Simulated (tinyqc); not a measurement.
Worked calculation: RHF in the 6-31g basis, for H2, spin multiplicity 1. One step of it, computed by the program tinyqc.

Question. Iteration 2: diagonalisation and new density. Diagonalise F' = X^T F X, C = X C', fill 1 alpha and 1 beta electrons from the bottom; D = 2 C_occ C_occ^T. Each column has its largest component positive (the first on a tie).

Fock matrix F (hartree):
```
           1H 1s      1H 2s      2H 1s      2H 2s
1H 1s  -0.077762  -0.523132  -0.597733  -0.534496
1H 2s  -0.523132  -0.328990  -0.534496  -0.362185
2H 1s  -0.597733  -0.534496  -0.077762  -0.523132
2H 2s  -0.534496  -0.362185  -0.523132  -0.328990
```

X:
```
               1          2          3         4
1H 1s  -0.739098   0.763376   0.932847  0.270660
1H 2s   2.347142  -0.656425   0.293747  0.314759
2H 1s   0.739098   0.763376  -0.932847  0.270660
2H 2s  -2.347142  -0.656425  -0.293747  0.314759
```

Give: F' = X^T F X; orbital energies; coefficients C; D after iteration 2.

Answer.

F' = X^T F X (hartree):
```
         1        2        3        4
1   0.8550   0.0000  -0.6264   0.0000
2   0.0000   0.7370   0.0000  -0.1260
3  -0.6264   0.0000   0.9231   0.0000
4   0.0000  -0.1260   0.0000  -0.5963
```

orbital energies (hartree): MO1 -0.6081, MO2 0.2617, MO3 0.7488, MO4 1.5164

coefficients C:
```
          MO1      MO2      MO3      MO4
1H 1s  0.3407   0.1048   0.7348  -1.1855
1H 2s  0.2522   1.9062  -0.6829   1.4007
2H 1s  0.3407  -0.1048   0.7348   1.1855
2H 2s  0.2522  -1.9062  -0.6829  -1.4007
```

D after iteration 2:
```
        1H 1s   1H 2s   2H 1s   2H 2s
1H 1s  0.2321  0.1718  0.2321  0.1718
1H 2s  0.1718  0.1272  0.1718  0.1272
2H 1s  0.2321  0.1718  0.2321  0.1718
2H 2s  0.1718  0.1272  0.1718  0.1272
```
